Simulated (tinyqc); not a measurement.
Atomic layer deposition: Langmuir saturation, growth per cycle and coating of deep features: one step, computed by the program tinyqc.

Precursor A sticks only on free sites, so a long enough pulse saturates; co-reactant B then frees the sites again.

Task: Steady growth per cycle. One cycle from coverage th0: pulse A gives th1 = th_s + (th0 - th_s) exp(-(k_a + k_d) t), th_s = k_a/(k_a + k_d); the purge leaves th2 = th1 exp(-k_d t_p); pulse B converts c_B th2 into film and leaves th3 = (1 - c_B) th2. Growth = G c_B th2. The periodic state has th0 = th3: th0 = (1 - c_B) e_p th_s (1 - e_a)/(1 - (1 - c_B) e_p e_a), with e_a = exp(-(k_a + k_d) t), e_p = exp(-k_d t_p). Share of impinging molecules used = q (th1 - th0)/(F t).

Inputs (values chosen for the exercise, modelled on aluminium oxide from trimethylaluminium and water):
```
quantity,value,unit
site density q,4.5,1/nm^2
growth per cycle at saturation G,1.1,angstrom
temperature T,225,C
pulse time t,0.0019,s
co-reactant completion per pulse c_B,0.99,-
purge time t_p,18,s
```

k_a = 520.3184 1/s

k_d = 0.01342845 1/s

flux F = 236508.4 1/(nm^2 s)

Give: coverage after pulse A; growth per cycle; share of impinging molecules used.

Result:

coverage after pulse A = 0.6297

growth per cycle = 0.5385 angstrom

share of impinging molecules used = 0.006257

The pulse is 0.99 filling times long: not fully saturated, so thickness still depends somewhat on the local dose. Desorption in the purge removes 21.5 % of the layer: the temperature window closes from above. Caution: common pulse valves need about 10 ms, so a pulse this short is formal.
